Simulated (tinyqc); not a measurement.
Six-band hole subbands of a thin body in a field: sweeps and comparisons. A value that a table varies takes the place of the one given here.

Basis X, Y, Z times spin, hole energies counted downwards from the unstrained edge (the hydrostatic shift is left out), c = hbar^2/2m0. For a symmetric tensor T let C(T) have C_XX = L Txx + M (Tyy + Tzz), C_XY = N Txy (cyclic), L = c (g1 + 4 g2), M = c (g1 - 2 g2), N = 6 c g3. k = q + kz n, n the unit normal, q = k1 u + k2 v with u along the channel [1-10] and v = n x u. H = C(k k^T) + (Dso/3)(1 - L.sigma) - B + e F z with (L_k)_ij = -i epsilon_kij; B is the block C built from the traceless strain with 2b, -b and sqrt(3) d in place of L, M, N. Strain: exx = eyy = (s11 + s12) sx/2, ezz = s12 sx, exy = -s44 sx/4. Hard walls at z = 0 and t; basis sin(j pi z/t), j = 1 to Nz: kz^2 = (j pi/t)^2, kz = -i D with D_jl = 4 j l/(t (j^2 - l^2)), z_jj = t/2 and z_jl = -8 t j l/(pi (j^2 - l^2))^2 for j + l odd; 1 MV/cm = 0.01 eV/angstrom.

Nz = 14. E1 is the top subband at q = 0, gap the distance to the next pair, and the masses are c q^2/(E(q) - E1) at |q| = 0.02 1/angstrom (mean of the spin pair) along the channel [1-10] and across it in the plane; a dash marks a band that does not rise.

Constants: hbar^2/2m0 = 3.80998211 eV angstrom^2.

Values chosen for the exercise (near those of a p-type Si channel; not measured data): g1 = 4.29 (Luttinger gamma1); g2 = 0.34 (gamma2); g3 = 1.44 (gamma3); Dso = 0.045 eV (spin-orbit splitting); b = -2.11 eV (tetragonal potential); d = -4.88 eV (trigonal potential); S = (7.75, -2.1, 12.58) 1/TPa (compliances s11, s12, s44); face = 110 (surface); t = 45 angstrom (body thickness); F = 0.2 MV/cm (field across the body); sx = 0 GPa (stress along the channel [1-10], negative in compression).

## Stress along the channel

Each row has its own sx.

Results:
```
sx (GPa)  E1 (meV)  gap (meV)  m channel  m across
-3.0         -58.0       30.2      0.114     0.277
-2.0         -21.3       30.3      0.114     0.277
-1.0          15.2       30.5      0.115     0.278
-0.5          33.3       30.6      0.115     0.278
0.0           51.2       30.8      0.116     0.278
0.5           68.4       30.6      0.120     0.277
1.0           82.9       23.6      0.141     0.273
```

How do the results move?

Under 2 GPa of compression the channel mass goes from 0.116 to 0.114 m0, the mass across from 0.278 to 0.277; the gap to the next subband is 30, 31 and 24 meV at -2, 0 and +1 GPa. The lightest channel mass of the table, 0.114 m0, is at -3.0 and -2.0 GPa. Compression changes the channel mass little here, since confinement on this face has already singled out the orbital that the stress favours.

## Surface orientation and number of bands

Three faces, six bands; and four bands, with Dso set to 1000 eV.

Results:
```
case           E1 (meV)  gap (meV)  m channel  m across
(001) 6 bands     110.7       17.5      0.389     0.389
(001) 4 bands     110.7       25.6      0.324     0.324
(110) 6 bands      51.2       30.8      0.116     0.278
(110) 4 bands      75.3       95.4      0.150     0.279
(111) 6 bands      67.9       27.1      0.266     0.269
(111) 4 bands      67.9       82.8      0.186     0.186
```

What can be read from the table?

With six bands the top subband is shallowest on (110) (51.2 meV) and deepest on (001). The lightest channel mass is on (110) (0.116 m0). Dropping the split-off band moves E1 by 0.0, 24.1 and 0.0 meV and the gap by 8.1, 64.6 and 55.7 meV on the three faces, with Dso = 45 meV.

## What each parameter does

Six bands. Each row changes one parameter from the base and keeps the others.

Results:
```
case             E1 (meV)  gap (meV)  m channel (m0)  m across (m0)
base                 51.2       30.8           0.116          0.278
t = 35 angstrom      52.0       36.3           0.115          0.277
F = 0.5 MV/cm        85.3       53.7           0.116          0.278
sx = -0.5 GPa        33.3       30.6           0.115          0.278
g3 = 1.34            60.4       44.4           0.121          0.277
g2 = 0.39            52.9       33.0           0.117          0.285
Dso = 0.068 eV       55.3       32.0           0.119          0.278
d = -3.9 eV          51.2       30.8           0.116          0.278
```

What can be read from the table?

The largest shifts from the base row, up to three for each result and ties (the steps differ in size, so this ranks the rows, not the parameters). E1 (meV): F +34.2, sx -17.8, g3 +9.2; unchanged at the printed digits by d. gap (meV): F +22.9, g3 +13.6, t +5.5; unchanged at the printed digits by d. m channel (m0): g3 +0.005, Dso +0.002, t -0.002; unchanged at the printed digits by F and d. m across (m0): g2 +0.007, g3 -0.001, t -0.000; unchanged at the printed digits by F, sx, Dso and d.

tinyqc: `OMP_NUM_THREADS=1 python tinyqc.py 1282205 1282206 out.jsonl`; about 0.3 s, one thread, shared Intel(R) Xeon(R) Processor @ 2.30GHz.
